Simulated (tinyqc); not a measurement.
# MOS structure on a p-type body with a doping step (retrograde), non-linear Poisson equation by Newton steps: what changes with what

One dimension, insulator interface at x = 0, acceptor density N1 for x < x1 and Na beyond, net doping C = -(acceptor density). psi is counted from the intrinsic level: n = ni exp((psi - Vb)/Vt), p = ni exp(-psi/Vt); deep in the body psi_b = -Vt ln(Na/ni). The gate acts through Cox = eps0 eox/tox and has the potential psi_G = Vg - (phiM - chi - Vt ln(Nc/ni)). Boltzmann statistics, full ionisation, classical densities, no oxide or interface charge.

Inputs (values chosen for the exercise); band and dielectric values close to those of silicon: temperature T = 400 K; band gap Eg = 1.12 eV; relative permittivity eps_r = 11.8; conduction-band density of states at T Nc = 4.36e19 cm^-3; valence-band density of states at T Nv = 4.08e19 cm^-3; electron affinity chi = 4.03 eV; acceptor density deep in the body Na = 9.3e17 cm^-3; relative permittivity of the gate insulator (close to aluminium oxide) eox = 9.12; insulator thickness tox = 5.4 nm; gate work function phiM = 4.68 eV; electron quasi-Fermi potential against the body Vb = 0 V; depth of the doping step x1 = 14 nm; acceptor density above the step N1 = 2.8e17 cm^-3.

Constants: q = 1.602176634e-19 C, kB = 1.380649e-23 J/K, Vt = kB T/q, eps0 = 8.8541878128e-14 F/cm where lengths are in cm. Results are converted to the units shown.

Each table varies one quantity; the others keep the values above.

## Charge and capacitance against gate voltage

ni = sqrt(Nc Nv) exp(-Eg/(2 Vt)), Eg in volts. The Poisson equation d/dx(eps0 eps_r dpsi/dx) = -q (p - n + C), with eps0 eps_r dpsi/dx = -Cox (psi_G - psi_0) at x = 0, is solved on a mesh of about 600 nodes or more. N_inv is the integral of n less its value deep in the body. C_LF = Cox (1 - dpsi_0/dVg) with all carriers following; C_HF is the same with the electron quasi-Fermi level shifting uniformly so that N_inv stays fixed. The centroid is that of the same excess.

Charge and capacitance against gate voltage:
```
Vg (V)  psi_0 - psi_b (V)  N_inv (cm^-2)  C_LF/Cox  C_HF/Cox  centroid (nm)
0.43                0.570         2.78e7     0.190     0.190           1.26
0.66                0.758         5.38e9     0.181     0.171           1.03
0.88                0.910        3.68e11     0.548     0.160          0.879
1.11                0.975        1.83e12     0.820     0.158          0.752
1.34                 1.01        3.65e12     0.890     0.158          0.658
1.57                 1.03        5.58e12     0.920     0.158          0.587
1.79                 1.04        7.48e12     0.936     0.158          0.535
```

What does the comparison show?

N_inv goes from 2.78e7 to 7.48e12 cm^-2 and passes 2e11 cm^-2 at Vg = 0.835 V. Below threshold it takes 101 mV a decade between Vg = 0.43 and 0.66 V, against Vt ln 10 = 79.4 mV. C_LF/Cox is lowest, 0.181, at Vg = 0.66 V among the rows listed and ends at 0.936, while C_HF/Cox ends at 0.158. Between the last two rows q dN_inv/dVg is 0.925 Cox. Where the classical centroid is under about 2 nm, confinement would move the charge away from the interface and raise the threshold. Above about 2e12 cm^-2 degeneracy matters too.

## Effect of the depth of the doping step on threshold, swing and body effect

VT is the Vg at which N_inv = 2e11 cm^-2. m = 1/(dpsi_0/dVg) at N_inv = 1e8 cm^-2; the swing is the Vg between N_inv = 1e8 and 1e9 cm^-2; body coefficient [VT(Vb + 0.05 V) - VT(Vb)]/0.05 V - 1.

Result of one run:
```
x1 (nm)  VT (V)  psi_0 - psi_b at VT (V)  m - 1  swing (mV/decade)  body coefficient
24        0.795                    0.883  0.201               98.8             0.204
```

What becomes of these results when the depth of the doping step x1 is changed from 24 to 11 nm, all else the same?

Result of the changed run:
```
x1 (nm)  VT (V)  psi_0 - psi_b at VT (V)  m - 1  swing (mV/decade)  body coefficient
11        0.851                    0.890  0.233                101             0.221
```

The whole series:
```
x1 (nm)  VT (V)  psi_0 - psi_b at VT (V)  m - 1  swing (mV/decade)  body coefficient
3.5       0.899                    0.894  0.242                101             0.223
5.1       0.887                    0.893  0.241                101             0.223
7.5       0.872                    0.892  0.238                101             0.223
11        0.851                    0.890  0.233                101             0.221
16        0.826                    0.887  0.222                100             0.216
24        0.795                    0.883  0.201               98.8             0.204
35        0.767                    0.879  0.175               96.6             0.184
```

As x1 goes from 3.5 to 35, VT falls from 0.899 to 0.767 V, the swing falls from 101 to 96.6 mV/decade and the body coefficient falls from 0.223 to 0.184. The swing stays within 3.6 % of m Vt ln 10, and the body coefficient within 0.019 of m - 1.

Program tinyqc, `OMP_NUM_THREADS=1 python tinyqc.py 2080006 2080007 out.jsonl`; Intel Xeon 2.30GHz, shared host, one thread, about 0.3 s.
